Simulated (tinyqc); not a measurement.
## Ideality, resistance and saturation current from three points

Inverse problem. Well above I0 a diode obeys V = n Vt ln(I/I0) + Rs I. Find n, Rs and I0.

Parameters, values chosen for the exercise: temperature T = 250 K.

Constants: q = 1.602176634e-19 C, kB = 1.380649e-23 J/K, Vt = kB T/q. Results are converted to the units shown.

I (A): [0.0018, 0.018, 0.18]
V (V): [1.0838710, 1.1504148, 1.3292246]

Answer. The equation is linear in a = n Vt, Rs and c = -a ln I0; three points give a 3 x 3 system.

n = 1.09
Rs = 0.770 ohm
I0 = 1.72e-23 A

tinyqc, about 0.01 s, one thread, Intel Xeon 2.30GHz (shared host): `OMP_NUM_THREADS=1 python tinyqc.py 2640037 2640038 out.jsonl`
